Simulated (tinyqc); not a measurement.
# Convergence with the number of levels

Model: deep trap from a strong local potential in a two-band host (Koster-Slater model with semi-elliptic bands). Computed by tinyqc, a small Python program. Command: `OMP_NUM_THREADS=1 python tinyqc.py 3006671 3006672 out.jsonl deeptrap sweep`. One thread of a shared host (Intel(R) Xeon(R) Processor @ 2.30GHz), about 0.02 s of CPU time with the checks.

The valence band spans -2 W_v to 0 and the conduction band E_g to E_g + 2 W_c. The orbital at the impurity site has weight f_v in the valence band and 1 - f_v in the conduction band, each spread as a semi-ellipse (2/(pi W^2)) sqrt(W^2 - x^2) about the band centre. The impurity adds U to this orbital. Spin is left out.

Inputs (values chosen for the exercise, for a model semiconductor):
```
quantity                                value  unit
gap E_g                                  5.52    eV
half-width of the valence band W_v        5.4    eV
half-width of the conduction band W_c       4    eV
valence weight f_v of the site orbital   0.45     -
impurity potential U                     37.2    eV
```

Impurity: repulsive, acceptor-like.

Method:
- In the gap G(E) = f_v (2/W_v^2)[x - sqrt(x^2 - W_v^2)] - (1 - f_v)(2/W_c^2)[y - sqrt(y^2 - W_c^2)], x = E + W_v, y = E_g + W_c - E.
- The trap level solves G(E) = 1/U (bisection). With D = -dG/dE = D_v + D_c, D_v = f_v (2/W_v^2)[x/sqrt(x^2 - W_v^2) - 1] and D_c = (1 - f_v)(2/W_c^2)[y/sqrt(y^2 - W_c^2) - 1], the weight on the impurity orbital is 1/(U^2 D) and the conduction-band character is D_c/D.
- Each band is replaced by n levels e_k = centre + W cos(k pi/(n + 1)) with weights w_k = f (2/(n + 1)) sin^2(k pi/(n + 1)), k = 1..n (valence first); H_kl = e_k delta_kl + U sqrt(w_k w_l).
- Diagonalise H (2n rows). The trap level, between the highest valence and the lowest conduction e_k, is number n + 1 from below for an attractive impurity and number n for a repulsive one.

One run for each value:
```
levels per band n  trap level of the matrix (eV)  trap level E_t (eV)
1                                       -0.06107              0.89316
2                                        0.67155              0.89316
3                                        0.83109              0.89316
4                                        0.87439              0.89316
6                                        0.89129              0.89316
8                                        0.89297              0.89316
12                                       0.89316              0.89316
20                                       0.89316              0.89316
```

Over the rows, trap level of the matrix (eV) rises from -0.0611 to 0.893. The error falls from 0.954 eV to about 1e-09 eV or less; the quadrature converges exponentially for energies away from the bands, faster the deeper the level.

Extremes, crossings and ranges named in words are read from the listed rows.
